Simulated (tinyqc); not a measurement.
Space-charge-limited current with shallow traps: one step of the calculation.

One carrier type, drift only, an injecting contact at x = 0 (zero field) and thickness L. The share th = y/(1 + y), y = (Nc/Nt) exp(-Et/kB T), of the injected charge is free: J = q mu n F, eps0 eps_r dF/dx = q (n - n0)/th.

Question. Limits and characteristic voltages. Ohmic J = q n0 mu V/L; Mott-Gurney J = (9/8) th eps0 eps_r mu V^2/L^3; they cross at Vx = 8 q n0 L^2/(9 th eps0 eps_r); traps fill at V_TFL = q Nt L^2/(2 eps0 eps_r).

Parameters, values chosen for the exercise: temperature T = 300 K; relative permittivity eps_r = 7.2; mobility mu = 0.025 cm^2/(V s); thickness L = 240 nm; band density of states Nc = 6e20 cm^-3; trap density Nt = 3.4e17 cm^-3; trap depth Et = 0.24 eV; free carrier density in equilibrium n0 = 8.6e14 cm^-3; voltage V = 5.9 V.

Constants: q = 1.602176634e-19 C, kB = 1.380649e-23 J/K, Vt = kB T/q, eps0 = 8.8541878128e-14 F/cm where lengths are in cm. Results are converted to the units shown.

Wanted: th; ohmic J; Mott-Gurney J; Vx; V_TFL.

Answer.

th = 0.1409
ohmic J = 0.8468 A/cm^2
Mott-Gurney J = 6.361 A/cm^2
Vx = 0.7854 V
V_TFL = 24.61 V

Range of the model: Diffusion and a field-dependent mobility are left out. With injecting contacts the diffusion current, about 4 pi^2 Vt th eps0 eps_r mu V/L^3, equals the Mott-Gurney current at V = 35 kB T/q (0.9 V at 300 K), so the drift-only result needs V well above that.

tinyqc, about 0.01 s, one thread, Intel Xeon 2.30GHz (shared host): `OMP_NUM_THREADS=1 python tinyqc.py 2370109 2370110 out.jsonl`
